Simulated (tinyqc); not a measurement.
## Landau coefficients from the transition

Question. u = a0 (T - T0) P^2 + be P^4 + ga P^6 (P in uC/cm^2, E in kV/cm, u in mJ/cm^3). Above the transition chi = Cw/(T - T0) with Cw = 1/(2 eps0 a0); at TC = T0 + be^2/(4 a0 ga) the polarisation jumps by sqrt(-be/(2 ga)). Find a0, be and ga.

Inputs (values chosen for the exercise): Curie-Weiss temperature T0 = 450 K.

Constants: eps0 = 8.8541878128e-14 F/cm where lengths are in cm. Results are converted to the units shown.

TC = 469.207317 K
jump of P at TC = 16.0030485 uC/cm^2
Curie constant = 4.03360381e5 K

Answer. The Curie constant gives a0. At TC both u = 0 and du/dP = 0, which give ga = al/P^4 and be = -2 al/P^2 with al = a0 (TC - T0).

a0 = 0.0140 kV cm/(uC K)
be = -0.00210 kV cm^5/uC^3
ga = 4.10e-6 kV cm^9/uC^5

Computed by the program tinyqc: `OMP_NUM_THREADS=1 python tinyqc.py 2860114 2860115 out.jsonl`, one thread of a shared Intel Xeon 2.30GHz, about 0.01 s for the whole run.
